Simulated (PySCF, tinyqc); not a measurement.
FCI on RHF in the sto-6g basis, for H3-, spin multiplicity 1, step by step. The basis has no diffuse functions, so it cannot describe the extra electron: this is an exercise in the method, not the real anion. The lowest restricted solution is unstable here: a spin-polarised one lies 0.0005 hartree lower (PySCF). One step of it, computed by the program tinyqc.

Task: FCI: roots. Diagonalise (each vector has its largest component positive (the first on a tie)); all determinants have Ms = 0, so triplets appear too. The lowest singlet root is the correlation energy.

Occupation strings over the orbitals (2 doubly, a alpha, b beta, 0 empty; spin orbitals ordered 1a 1b 2a 2b ...): 220 2ab a2b 2ba b2a 202 ab2 ba2 022

H - E(HF) between determinants (hartree), lower triangle:
```
,220,2ab,a2b,2ba,b2a,202,ab2,ba2,022
220,0.000000
2ab,0.000000,0.196446
a2b,0.000000,0.000011,0.758741
2ba,0.000000,-0.106963,0.000020,0.196446
b2a,0.000000,0.000020,-0.145131,0.000011,0.758741
202,0.106963,0.000053,0.110294,-0.000053,-0.110294,0.598384
ab2,0.000020,-0.110294,-0.000003,0.159994,-0.000013,-0.000082,1.016980
ba2,-0.000020,0.159994,-0.000013,-0.110294,-0.000003,0.000082,-0.136879,1.016980
022,0.145131,-0.000013,0.039470,0.000013,-0.039470,0.136879,-0.000015,0.000015,1.563626
```

Give: lowest roots of this matrix, relative to E(HF); lowest vectors; <S^2> of these roots; weight of the ground state by excitation level 0, 1, 2, ....

Result:

lowest roots of this matrix, relative to E(HF) (hartree): -0.0286  0.0864  0.2248  0.5348  0.6136  0.8832  0.9525  1.2325

lowest vectors:
```
,root 1,root 2,root 3,root 4
220,0.9838,0.0000,0.0000,0.1489
2ab,0.0000,0.7057,0.6790,0.0001
a2b,0.0220,0.0000,0.0000,-0.2589
2ba,0.0000,0.7057,-0.6790,-0.0001
b2a,-0.0220,0.0000,0.0000,0.2589
202,-0.1587,0.0000,-0.0001,0.9104
ab2,0.0000,-0.0442,0.1975,0.0001
ba2,0.0000,-0.0442,-0.1975,-0.0001
022,-0.0771,0.0000,0.0000,-0.1223
```

<S^2> of these roots: 0.0000  2.0000  0.0000  0.0000  2.0000  2.0000  0.0000  0.0000

weight of the ground state by excitation level 0, 1, 2, ...: 0.9679  0.0010  0.0311
